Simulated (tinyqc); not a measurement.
Tail length against growth temperature: equilibrium and kinetic segregation of a solute to boundaries and growing surfaces. Computed by tinyqc, a small Python program. Command: `OMP_NUM_THREADS=1 python tinyqc.py 3022354 3022355 out.jsonl segreg walk`. One thread of a shared host (Intel(R) Xeon(R) Processor @ 2.30GHz), about 0.01 s of CPU time with the checks.

Inputs (values chosen for the exercise, modelled on a solute in a copper line): exchange barrier E_b = 1.95 eV; surface segregation energy E_s = 0.34 eV; growth rate = 0.12 monolayers/s.

Constants: k_B = 8.617333262e-05 eV/K.

Method. Two-state exchange during growth, dilute: jump up r_u = nu exp(-E_b/(k_B T_g)), jump back r_d = r_u exp(-E_s/(k_B T_g)), nu = 1e13 1/s. In the time 1/R of one monolayer the share carried up is p = [r_u/(r_u + r_d)] [1 - exp(-(r_u + r_d)/R)]; the tail decays as p^n, length -1/ln p monolayers; the equilibrium limit has p = r_u/(r_u + r_d).

Exchange model:
```
T_g (K)       r_u/R        p  length (monolayers)  equilibrium limit
607      5.3756e-03  0.00536           1.9126e-01             665.68
649      6.0005e-02  0.05824           3.5171e-01             437.27
685      3.7498e-01  0.31252           8.5979e-01             317.82
720      1.8682e+00  0.84328           5.8665e+00             240.33
748      6.0584e+00  0.99265           1.3559e+02             195.85
777      1.8738e+01  0.99381           1.6094e+02             160.94
819      8.3435e+01  0.99198           1.2416e+02             124.16
882      6.0042e+02  0.98872           8.8153e+01              88.15
988      9.4165e+03  0.98190           5.4741e+01              54.74
```

What does the comparison show, and why?

The length peaks among these rows at 777 K with 161 monolayers. Below, exchange freezes (r_u/R = 0.0054 in the first row); above, the length follows the equilibrium limit, about exp(E_s/(k_B T)), down to 54.7.

Extremes, crossings and ranges named in words are read from the listed rows.
